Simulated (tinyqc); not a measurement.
Worked calculation: Hueckel theory of the pi electrons, for the molecule O=Cc1cc(C=O)c2ccoc2c1 (SMILES; centres numbered as the heavy atoms are written). One step of it, computed by the program tinyqc.

Task: Energy, charges, bond orders. E = sum n x; q_r = z_r - P_rr; bond order p = P_rs; free valence = sqrt(3) - sum of p over the bonds of the atom.

x values: 2.737344  2.185126  1.900092  1.519723  1.272960  0.906185  0.692643  -0.333200  -0.443985  -1.122447  -1.345991  -1.670464  -2.297986

occupations: 2.000000  2.000000  2.000000  2.000000  2.000000  2.000000  2.000000  0.000000  0.000000  0.000000  0.000000  0.000000  0.000000

charge and bond-order matrix P:
```
,1O,2C,3C,4C,5C,6C,7O,8C,9C,10C,11O,12C,13C
1O,1.524946,0.769806,-0.098896,-0.207159,0.037617,0.040744,-0.032405,0.129484,-0.043068,-0.112116,0.038681,0.033319,-0.203010
2C,0.769806,0.656245,0.458532,0.145880,-0.074547,-0.035533,0.040744,-0.101617,0.060436,0.099993,-0.024356,-0.075900,0.137433
3C,-0.098896,0.458532,1.038454,0.591144,-0.028887,-0.074547,0.037617,-0.219495,0.041444,0.153067,-0.068120,-0.016987,0.585642
4C,-0.207159,0.145880,0.591144,0.882473,0.633359,0.168351,-0.235758,-0.038340,-0.082841,0.037973,0.077099,-0.267211,-0.018786
5C,0.037617,-0.074547,-0.028887,0.633359,1.041370,0.472149,-0.105024,0.502801,-0.041812,-0.174229,0.038928,0.021541,-0.261710
6C,0.040744,-0.035533,-0.074547,0.168351,0.472149,0.664201,0.761557,0.103795,-0.098942,-0.091842,0.047765,-0.029080,-0.124088
7O,-0.032405,0.040744,0.037617,-0.235758,-0.105024,0.761557,1.530782,-0.158675,0.053765,0.113498,-0.040137,-0.003622,0.158082
8C,0.129484,-0.101617,-0.219495,-0.038340,0.502801,0.103795,-0.158675,0.955644,0.510356,0.043199,-0.169158,0.568525,0.135527
9C,-0.043068,0.060436,0.041444,-0.082841,-0.041812,-0.098942,0.053765,0.510356,1.097589,0.810444,-0.198742,-0.056934,-0.044023
10C,-0.112116,0.099993,0.153067,0.037973,-0.174229,-0.091842,0.113498,0.043199,0.810444,0.895397,0.374482,-0.261185,-0.151017
11O,0.038681,-0.024356,-0.068120,0.077099,0.038928,0.047765,-0.040137,-0.169158,-0.198742,0.374482,1.818843,0.310878,-0.080120
12C,0.033319,-0.075900,-0.016987,-0.267211,0.021541,-0.029080,-0.003622,0.568525,-0.056934,-0.261185,0.310878,0.991238,0.654763
13C,-0.203010,0.137433,0.585642,-0.018786,-0.261710,-0.124088,0.158082,0.135527,-0.044023,-0.151017,-0.080120,0.654763,0.902819
```

Centres:
```
centre,"z_r, pi electrons of the neutral centre",h
1O,1,1.000000
2C,1,0.000000
3C,1,0.000000
4C,1,0.000000
5C,1,0.000000
6C,1,0.000000
7O,1,1.000000
8C,1,0.000000
9C,1,0.000000
10C,1,0.000000
11O,2,2.000000
12C,1,0.000000
13C,1,0.000000
```

Bonds:
```
i,j,k
1,2,1.000000
2,3,1
3,4,1
4,5,1
5,6,1
6,7,1
5,8,1
8,9,1
9,10,1
10,11,0.800000
11,12,0.800000
12,13,1
13,3,1
12,8,1
```

Give: pi energy = 14 alpha + this times beta; pi charges; Bond orders and lengths from R = 1.517 - 0.180 p; free valence of the carbons; gap between the highest filled and the next level.

Result:

pi energy = 14 alpha + this times beta = 22.428

pi charges: 1O -0.525, 2C 0.344, 3C -0.038, 4C 0.118, 5C -0.041, 6C 0.336, 7O -0.531, 8C 0.044, 9C -0.098, 10C 0.105, 11O 0.181, 12C 0.009, 13C 0.097

Bond orders and lengths from R = 1.517 - 0.180 p (angstrom, C-C alone):
```
bond,p,R
1-2,0.770,-
2-3,0.459,1.434
3-4,0.591,1.411
4-5,0.633,1.403
5-6,0.472,1.432
6-7,0.762,-
5-8,0.503,1.426
8-9,0.510,1.425
9-10,0.810,1.371
10-11,0.374,-
11-12,0.311,-
12-13,0.655,1.399
13-3,0.586,1.412
12-8,0.569,1.415
```

free valence of the carbons: 2C 0.504, 3C 0.097, 4C 0.508, 5C 0.124, 6C 0.498, 8C 0.150, 9C 0.411, 10C 0.547, 12C 0.198, 13C 0.492

gap between the highest filled and the next level = 1.026 |beta|
